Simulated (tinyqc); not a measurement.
Energies of the polytypes: polytypes and stacking faults of a tetrahedral semiconductor in an axial Ising model with couplings up to third neighbours. Computed by tinyqc, a small Python program. Command: `OMP_NUM_THREADS=1 python tinyqc.py 3016341 3016342 out.jsonl polytype walk`. One thread of a shared host (Intel(R) Xeon(R) Processor @ 2.30GHz), about 0.01 s of CPU time with the checks.

Each double layer has s = +1 or -1 for the sense of its stacking step; E per pair of atoms = E0 - sum_n J_n <s_i s_(i+n)>, n = 1, 2, 3. Hexagonality h = (1 - <s_i s_(i+1)>)/2.

Inputs (values chosen for the exercise, for a model crystal):

| quantity | value | unit |
|---|---|---|
| J1 | 0.95 | meV/pair |
| J2 | -2.62 | meV/pair |
| J3 | -0.19 | meV/pair |
| gap of 3C | 2.39 | eV |
| gap of 4H | 3.26 | eV |

Method. E - E(3C) = sum_n J_n (1 - C_n), C_n = <s_i s_(i+n)>. The gap is taken linear in h between 3C (h = 0) and 4H (h = 1/2), a rough rule, with a dash beyond.

correlations of the repeat units 3C (+), 2H (+-), 4H (++--), 6H (+++---), 15R (+++--), 8H (++++----), 21R (++++---), 9R (++-):
```
        n = 1     n = 2     n = 3
3C    1.00000   1.00000   1.00000
2H   -1.00000   1.00000  -1.00000
4H    0.00000  -1.00000   0.00000
6H    0.33333  -0.33333  -1.00000
15R   0.20000  -0.60000  -0.60000
8H    0.50000   0.00000  -0.50000
21R   0.42857  -0.14286  -0.71429
9R   -0.33333  -0.33333   1.00000
```

Polytypes:

| polytype | h | E - E(3C) (meV/pair) | gap by the linear rule (eV) |
|---|---|---|---|
| 3C | 0.0000 | 0.0000 | 2.3900 |
| 2H | 1.0000 | 1.5200 | - |
| 4H | 0.5000 | -4.4800 | 3.2600 |
| 6H | 0.3333 | -3.2400 | 2.9700 |
| 15R | 0.4000 | -3.7360 | 3.0860 |
| 8H | 0.2500 | -2.4300 | 2.8250 |
| 21R | 0.2857 | -2.7771 | 2.8871 |
| 9R | 0.6667 | -2.2267 | - |

E(2H) - E(3C) = 1.52 meV/pair

E(4H) - E(3C) = -4.48 meV/pair

E(6H) - E(3C) = -3.24 meV/pair

What does the comparison show, and why?

The lowest is 4H, 0.744 meV/pair below 15R. J1/|J2| = 0.36: for J3 = 0 and J2 < 0 the ground state is 2H below -2, 4H between -2 and 2, and 3C above 2; at 2 itself all periods with bands of two or more layers are degenerate.

Extremes, crossings and ranges named in words are read from the listed rows.
